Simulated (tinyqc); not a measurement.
Inside a calculation (part 2 of 2). Method: RHF in the sto-3g basis, for BeH+, spin multiplicity 1. Computed by tinyqc, a small Python program that keeps every step (integrals from PySCF). Command: `OMP_NUM_THREADS=1 python tinyqc.py 29027 29028 out.jsonl` (the two numbers bound the seeds that draw the settings). One thread of a shared host (Intel(R) Xeon(R) Processor @ 2.60GHz), about 0.07 s of CPU time with the checks.

Geometry (angstrom):
```
atom         x         y         z
Be    0.000000  0.000000  0.000000
H     0.000000  0.000000  1.366000
```

## Convergence

Stop when the energy changes by less than 1e-09 hartree and every element of the error matrix X^T (F D S - S D F) X is below 9e-06.

Course of the cycle:
```
iteration   E (hartree)     change  largest element of the error matrix
1           -9.77924565          -                             2.90e+00
2          -11.21267285  -1.43e+00                             2.02e+00
3          -12.22619094  -1.01e+00                             1.42e+00
4          -12.94316842  -7.17e-01                             1.01e+00
5          -13.45016166  -5.07e-01                             7.27e-01
6          -13.80838636  -3.58e-01                             5.25e-01
7          -14.06127099  -2.53e-01                             3.81e-01
8          -14.23964038  -1.78e-01                             2.78e-01
9          -14.36535706  -1.26e-01                             2.03e-01
10         -14.45390775  -8.86e-02                             1.49e-01
11         -14.51624793  -6.23e-02                             1.10e-01
12         -14.56011781  -4.39e-02                             8.08e-02
13         -14.59097997  -3.09e-02                             5.97e-02
14         -14.61268592  -2.17e-02                             4.42e-02
...                 ...        ...                                  ...
50         -14.66407796  -6.83e-08                             3.77e-05
51         -14.66407801  -4.81e-08                             3.21e-05
52         -14.66407805  -3.39e-08                             2.73e-05
53         -14.66407807  -2.39e-08                             2.32e-05
54         -14.66407809  -1.68e-08                             1.97e-05
55         -14.66407810  -1.19e-08                             1.68e-05
56         -14.66407811  -8.35e-09                             1.42e-05
57         -14.66407811  -5.89e-09                             1.21e-05
58         -14.66407812  -4.15e-09                             1.03e-05
59         -14.66407812  -2.93e-09                             8.75e-06
60         -14.66407812  -2.06e-09                             7.44e-06
61         -14.66407812  -1.46e-09                             6.33e-06
62         -14.66407812  -1.03e-09                             5.38e-06
63         -14.66407812  -7.25e-10                             4.57e-06
```

PySCF RHF in the same basis = -14.66407813 hartree

Converged in 63 iterations.

## Populations, bond orders and dipole

D after iteration 63, order 1Be 1s, 1Be 2s, 1Be 2px, 1Be 2py, 1Be 2pz, 2H 1s:
```
[[2.045528, -0.158802, 0.000000, 0.000000, -0.116785, -0.193649],
 [-0.158802, 0.608011, 0.000001, 0.000000, 0.323956, 0.544826],
 [0.000000, 0.000001, 0.000000, 0.000000, 0.000000, 0.000001],
 [0.000000, 0.000000, 0.000000, 0.000000, 0.000000, 0.000000],
 [-0.116785, 0.323956, 0.000000, 0.000000, 0.173125, 0.291115],
 [-0.193649, 0.544826, 0.000001, 0.000000, 0.291115, 0.489523]]
```

overlap S, order 1Be 1s, 1Be 2s, 1Be 2px, 1Be 2py, 1Be 2pz, 2H 1s:
```
[[1.000000, 0.259517, 0.000000, 0.000000, 0.000000, 0.065613],
 [0.259517, 1.000000, 0.000000, 0.000000, 0.000000, 0.449485],
 [0.000000, 0.000000, 1.000000, 0.000000, 0.000000, 0.000000],
 [0.000000, 0.000000, 0.000000, 1.000000, 0.000000, 0.000000],
 [0.000000, 0.000000, 0.000000, 0.000000, 1.000000, 0.518467],
 [0.065613, 0.449485, 0.000000, 0.000000, 0.518467, 1.000000]]
```

Mulliken: Z minus the diagonal of D S on the atom; Loewdin: the same with S^(1/2) D S^(1/2); Mayer order: 2 sum_s sum (D(s) S)_ij (D(s) S)_ji over the two atoms.

Charges (e):
```
atom  Mulliken   Loewdin
1Be   0.872642  0.902843
2H    0.127358  0.097157
```

Mayer bond orders:
```
pair     order
2-1   0.983780
```

dipole moment about the origin, x y z (debye): [-0.000006, 0.000003, -2.540542]
